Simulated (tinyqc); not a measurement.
Empirical pseudopotential in a few plane waves, step by step. Computed by tinyqc, a small Python program that keeps every step. Settings: plane-wave index or count = 15. Command: `OMP_NUM_THREADS=1 python tinyqc.py 24680 24681 out.jsonl` (the two numbers bound the seeds that draw the settings). One thread of a shared host (Intel(R) Xeon(R) Processor @ 2.60GHz), about 0.2 s of CPU time with the checks.

## Bloch Hamiltonian at k

Parameters chosen for this model: fcc lattice, atoms at +/- a/8 (1,1,1); form factors in rydberg at |G|^2 in units of (2 pi/a)^2:
```
parameter                 value      unit
a                      5.260000  angstrom
VS(3)                 -0.227000        Ry
VS(8)                  0.050000        Ry
VS(11)                 0.069000        Ry
VA(3)                         0        Ry
VA(4)                         0        Ry
VA(11)                        0        Ry
hbar^2/2m (2 pi/a)^2   5.436397        eV
```

k point k (2 pi / a): [0.45000, -0.13000, -0.17000]

Basis: the 15 shortest G (labels in 2 pi/a), the same at every k. H(G,G') = c |k + G|^2 delta + VS(|G-G'|^2) cos((G-G').tau) + i VA sin((G-G').tau), tau = a/8 (1,1,1); 1 Ry = 13.605693 eV.

H(k) at k (eV):
```
          +0+0+0    -1-1-1    -1-1+1    -1+1-1    -1+1+1    +1-1-1    +1-1+1    +1+1-1
+0+0+0   1.34986   2.18389  -2.18389  -2.18389  -2.18389  -2.18389  -2.18389  -2.18389
-1-1-1   2.18389  16.02813   0.00000   0.00000  -0.68028   0.00000  -0.68028  -0.68028
-1-1+1  -2.18389   0.00000  12.33138   0.68028   0.00000   0.68028   0.00000   0.00000
-1+1-1  -2.18389   0.00000   0.68028  13.20120   0.00000   0.68028   0.00000   0.00000
-1+1+1  -2.18389  -0.68028   0.00000   0.00000   9.50445   0.00000   0.68028   0.68028
+1-1-1  -2.18389   0.00000   0.68028   0.68028   0.00000  25.81364   0.00000   0.00000
+1-1+1  -2.18389  -0.68028   0.00000   0.00000   0.68028   0.00000  22.11689   0.68028
+1+1-1  -2.18389  -0.68028   0.00000   0.00000   0.68028   0.00000   0.68028  22.98672
+1+1+1   2.18389   0.00000  -0.68028  -0.68028   0.00000  -0.68028   0.00000   0.00000
-2+0+0   0.00000  -2.18389  -2.18389  -2.18389   2.18389   0.66383  -0.66383  -0.66383
+0-2+0   0.00000  -2.18389  -2.18389   0.66383  -0.66383  -2.18389   2.18389  -0.66383
+0+0-2   0.00000  -2.18389   0.66383  -2.18389  -0.66383  -2.18389  -0.66383   2.18389
+0+0+2   0.00000  -0.66383   2.18389  -0.66383  -2.18389  -0.66383  -2.18389   0.66383
+0+2+0   0.00000  -0.66383  -0.66383   2.18389  -2.18389  -0.66383   0.66383  -2.18389
+2+0+0   0.00000  -0.66383  -0.66383  -0.66383   0.66383   2.18389  -2.18389  -2.18389

          +1+1+1    -2+0+0    +0-2+0    +0+0-2    +0+0+2    +0+2+0    +2+0+0
+0+0+0   2.18389   0.00000   0.00000   0.00000   0.00000   0.00000   0.00000
-1-1-1   0.00000  -2.18389  -2.18389  -2.18389  -0.66383  -0.66383  -0.66383
-1-1+1  -0.68028  -2.18389  -2.18389   0.66383   2.18389  -0.66383  -0.66383
-1+1-1  -0.68028  -2.18389   0.66383  -2.18389  -0.66383   2.18389  -0.66383
-1+1+1   0.00000   2.18389  -0.66383  -0.66383  -2.18389  -2.18389   0.66383
+1-1-1  -0.68028   0.66383  -2.18389  -2.18389  -0.66383  -0.66383   2.18389
+1-1+1   0.00000  -0.66383   2.18389  -0.66383  -2.18389   0.66383  -2.18389
+1+1-1   0.00000  -0.66383  -0.66383   2.18389   0.66383  -2.18389  -2.18389
+1+1+1  19.28997  -0.66383  -0.66383  -0.66383  -2.18389  -2.18389  -2.18389
-2+0+0  -0.66383  13.30993   0.68028   0.68028  -0.68028  -0.68028   0.00000
+0-2+0  -0.66383   0.68028  25.92237   0.68028  -0.68028   0.00000  -0.68028
+0+0-2  -0.66383   0.68028   0.68028  26.79220   0.00000  -0.68028  -0.68028
+0+0+2  -2.18389  -0.68028  -0.68028   0.00000  19.39870   0.68028   0.68028
+0+2+0  -2.18389  -0.68028   0.00000  -0.68028   0.68028  20.26852   0.68028
+2+0+0  -2.18389   0.00000  -0.68028  -0.68028   0.68028   0.68028  32.88096
```

## Levels at k

Diagonalise the Hermitian matrix.

eigenvalues (eV): [-0.70014, 7.45600, 10.21067, 10.56668, 14.76424, 16.85089, 17.42381, 18.24433, 21.56629, 22.15168, 23.64941, 25.76962, 28.23795, 29.71210, 35.29140]

## Bands along a path

The same steps at evenly spaced points between the labelled ones.

Bands along the path (eV), lowest eight:
```
k           band 1    band 2    band 3    band 4    band 5    band 6    band 7    band 8
L          0.88512   4.07218  10.97977  10.97977  13.89638  16.47983  16.47983  20.66370
L-G 0.25   0.01992   5.30689  11.04640  11.04640  13.99778  16.48860  16.48860  20.96393
L-G 0.50  -0.99431   7.58306  11.39122  11.39122  14.43334  16.63369  16.63369  20.20153
L-G 0.75  -1.65875  10.27014  11.90989  11.90989  15.09977  16.11842  16.11842  17.39455
G         -1.88555  12.22261  12.22261  12.22261  15.31899  15.62891  15.62891  15.62891
G-X 0.25  -1.58229  10.45093  11.34837  11.34837  14.83062  16.86252  16.97378  16.97378
G-X 0.50  -0.67955   7.84485  10.15655  10.15655  13.72804  15.64295  19.53125  19.53125
G-X 0.75   0.79912   5.31173   9.41081   9.41081  13.15813  13.92343  22.46082  22.46082
X          2.80609   3.03758   9.25045   9.25045  13.05271  13.33202  25.65131  25.65131
```

With 4 band(s) filled, the highest filled level on these points lies at G and the lowest empty one at X: a gap of 0.8301 eV, indirect. This holds for the small fixed basis; with all plane waves up to |k + G|^2 = 21 (2 pi/a)^2 the gap along the path is 0.59 eV.

## Convergence with the number of plane waves

Levels at G counted from the fourth one.

Levels (eV):
```
plane waves    level 1  level 5  level 8
9            -17.51445  0.00000  2.72114
15           -14.10816  3.09638  3.40629
27           -13.58540  3.34653  3.67549
51           -13.73792  3.41041  3.73159
59           -13.77045  3.25242  3.71538
65           -13.77921  3.21623  3.71538
89           -13.73946  3.24824  3.69276
```
